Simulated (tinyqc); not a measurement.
Quasi-harmonic thermal expansion with mode Grueneisen parameters: one step, computed by the program tinyqc. Command: `OMP_NUM_THREADS=1 python tinyqc.py 3015623 3015624 out.jsonl qha walk`. One thread of a shared host (Intel(R) Xeon(R) Processor @ 2.30GHz), about 0.02 s of CPU time with the checks.

A crystal with two atoms a cell; per atom there are 1 transverse acoustic (TA), 1/2 longitudinal acoustic (LA) and 3/2 optical (O) modes. Every frequency of group i scales as nu_i (V/V0)^(-gamma_i). The acoustic groups have Debye spectra, density 3 nu^2/nu_i^3 up to nu_i (40 Gauss-Legendre points); the optical group has one frequency. Static energy: E = (9 V0 B0/16) [y^3 B' + y^2 (2 - 4 y)], y = (V0/V)^(2/3) - 1, with pressure P_s = (3 B0/2) (z^7 - z^5) [1 + (3/4)(B' - 4)(z^2 - 1)], z = (V0/V)^(1/3).

Question. Mode groups at the static volume. For a mode with x = h nu/(k_B T), n = 1/(exp(x) - 1): U = h nu (n + 1/2), C/k_B = x^2 n (n + 1); U_i and C_i sum these over group i with its weight per atom. Phonon pressure P_ph = sum_i gamma_i U_i/V.

Inputs (values chosen for the exercise, modelled on silicon carbide): static volume V0 = 10.4 angstrom^3/atom; frequency nu_TA = 11.1 THz; frequency nu_LA = 17.1 THz; frequency nu_O = 24.2 THz; Grueneisen parameter gamma_TA = -0.048; Grueneisen parameter gamma_LA = 1.1; Grueneisen parameter gamma_O = 0.98; temperature T = 30 K.

Acoustic groups: Debye.

Constants: h x 1 THz = 4.135667696 meV; k_B = 8.617333262e-05 eV/K; 1 eV/angstrom^3 = 160.2176634 GPa.

Give: Groups; phonon pressure at V0.

Answer.

Groups:
```
group  h nu_i/(k_B T)  U_i (meV)  C_i (k_B)  gamma_i C_i (k_B)
TA              17.76      17.22    0.01392         -6.680e-04
LA              27.36      13.26   0.001903           0.002094
O               38.71      75.06  3.456e-14          3.387e-14
```

phonon pressure at V0 = 1.345 GPa
